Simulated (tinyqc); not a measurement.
What each parameter of the potential does: deformation potentials from a strained empirical pseudopotential.

Diamond lattice, no spin-orbit coupling. Atomic form factor V(q) = a1 (q^2 - a2)/(a3 exp(a4 q^2) - 1) in rydberg with q in 1/bohr, for the unstrained cell. Under a strain e the reciprocal vectors and k go over into (1 + e)^(-1) G, the atoms sit at +/- tau with tau = (1 + e) a (1,1,1)/8 - zeta a (eyz, ezx, exy)/4, and H(G,G') = c |k + G|^2 delta + (V(q)/det(1 + e)) cos(q.tau), q = G - G', with the term q = 0 left out; c = hbar^2/2m0. The basis is fixed before straining: all G with |k + G|^2 up to 16 (2 pi/a)^2. k is given in units of 2 pi/a of the unstrained cell.

Constants: hbar^2/2m0 = 3.80998211 eV angstrom^2; Ry = 13.60569312 eV; a0 (Bohr radius) = 0.5291772105 angstrom.

Inputs chosen for the exercise (near those of Si; not measured data):
```
symbol  value  unit      meaning
a       5.42   angstrom  lattice constant
a1      0.533
a2      2.209
a3      2.081
a4      0.489
kD      0.82   2 pi/a    position of the Delta minimum
```

Gaps from the valence top to level 8 at Gamma and level 5 at (kD,0,0) and L, and their deformation potentials [E(+h) - E(-h)]/(3 ln((1 + h)/(1 - h))) for e = +/- h 1, h = 0.002. The row for the lattice constant keeps V(q) without the volume factor, so it is not a strain.

One parameter was then changed.

Results before and after:
```
case     Gamma (eV)  Delta (eV)  L (eV)  potential Gamma (eV)  potential Delta (eV)  potential L (eV)
base          3.924       0.944   1.857                 -8.61                  2.68             -1.88
changed       3.883       0.877   1.809                 -8.53                  2.69             -1.87
```

Which of these changes was made? (a) a4 = 0.494; (b) a = 5.366 angstrom; (c) a3 = 2.06; (d) a1 = 0.528; (e) a2 = 2.231.

Answer: (d) a1 = 0.528. Of the candidates, run in turn, only this one gives the changed row.

All candidates:
```
case                Gamma (eV)  Delta (eV)  L (eV)  potential Gamma (eV)  potential Delta (eV)  potential L (eV)
base                     3.924       0.944   1.857                 -8.61                  2.68             -1.88
a = 5.366 angstrom       4.045       0.647   1.758                 -8.31                  2.98             -1.71
a1 = 0.528               3.883       0.877   1.809                 -8.53                  2.69             -1.87
a2 = 2.231               3.809       1.016   1.852                 -8.67                  2.63             -1.91
a3 = 2.06                3.970       1.037   1.922                 -8.70                  2.69             -1.88
a4 = 0.494               3.832       0.859   1.783                 -8.44                  2.76             -1.80
```

Program tinyqc; command `OMP_NUM_THREADS=1 python tinyqc.py 1850386 1850387 out.jsonl`; about 0.2 s on one thread of a shared Intel(R) Xeon(R) Processor @ 2.30GHz.
